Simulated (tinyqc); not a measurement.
# Depletion-mode phase shifter in a rib waveguide and its Mach-Zehnder modulator: effect of the acceptor density

A lateral p-n junction at x0 in a waveguide whose mode intensity is a Gaussian of rms width s about x = 0; p side at smaller x. Reverse bias removes carriers and raises the index. Abrupt junction, doping uniform over the whole mode, lumped electrode (no travelling-wave effects).

Free-carrier changes (empirical, N and P in cm^-3): |dn| = 8.5e-18 P^0.8 for holes, 8.8e-22 N for electrons; absorption 6e-18 P and 8.5e-18 N in 1/cm. W = sqrt(2 eps0 eps_r (Vb + V)(1/Na + 1/Nd)/q); edges xp = x0 - W Nd/(Na + Nd), xn = x0 + W Na/(Na + Nd); F(x) = [1 + erf(x/(sqrt(2) s))]/2. dneff = G {dn_h [F(xp(0)) - F(xp(V))] + dn_e [F(xn(V)) - F(xn(0))]}; VpiL = lam V/(2 dneff); loss = a0 + 4.343 G {a_h F(xp) + a_e [1 - F(xn)]} dB/cm at V; C = eps0 eps_r hr/W + Cf; fRC = 1/(2 pi Rs C).

Parameters, values chosen for the exercise; values close to those of silicon near 1550 nm: wavelength lam = 1565 nm; relative permittivity of the semiconductor eps_r = 11.7; donor density Nd = 2.7e17 cm^-3; built-in voltage Vb = 0.95 V; rms width of the lateral mode intensity s = 130 nm; junction offset towards the n side x0 = 0 nm; vertical confinement times ng/n G = 0.97; rib height hr = 220 nm; fringe capacitance Cf = 41 pF/m; series resistance Rs = 6.9 ohm mm; reverse bias V = 1.5 V; passive loss a0 = 1.5 dB/cm.

Constants: q = 1.602176634e-19 C, eps0 = 8.8541878128e-14 F/cm where lengths are in cm. Results are converted to the units shown.

Effect of the acceptor density:

| Na (cm^-3) | dneff | VpiL (V cm) | loss (dB/cm) | VpiL x loss (V dB) | C (pF/m) | fRC (GHz) |
|---|---|---|---|---|---|---|
| 5e16 | 2.9188e-5 | 4.0213 | 5.1338 | 20.645 | 124.16 | 185.77 |
| 9.4e16 | 4.8970e-5 | 2.3969 | 5.0143 | 12.019 | 147.92 | 155.94 |
| 1.7e17 | 6.6047e-5 | 1.7771 | 5.3046 | 9.4271 | 171.78 | 134.28 |
| 3.3e17 | 7.8484e-5 | 1.4955 | 6.6511 | 9.9468 | 197.03 | 117.07 |
| 6.1e17 | 8.2959e-5 | 1.4149 | 9.7079 | 13.735 | 216.17 | 106.70 |
| 1.1e18 | 8.2484e-5 | 1.4230 | 15.581 | 22.172 | 229.52 | 100.49 |
| 2.1e18 | 7.8896e-5 | 1.4877 | 28.000 | 41.657 | 239.05 | 96.492 |
| 4e18 | 7.3930e-5 | 1.5877 | 51.888 | 82.380 | 244.63 | 94.288 |

What does the table show?

As Na goes from 5e16 to 4e18 cm^-3, VpiL goes from 4.02 through a minimum of 1.41 (at Na = 6.1e17 cm^-3 among the rows listed) to 1.59 V cm, the loss goes from 5.13 through a minimum of 5.01 (at Na = 9.4e16 cm^-3 among the rows listed) to 51.9 dB/cm, their product goes from 20.6 through a minimum of 9.43 (at Na = 1.7e17 cm^-3 among the rows listed) to 82.4 V dB and fRC falls from 186 to 94.3 GHz. Rs is held fixed, though in a real device it falls with doping.

Numbers from tinyqc (`OMP_NUM_THREADS=1 python tinyqc.py 2650046 2650047 out.jsonl`; about 0.01 s on one thread of a shared Intel Xeon 2.30GHz).
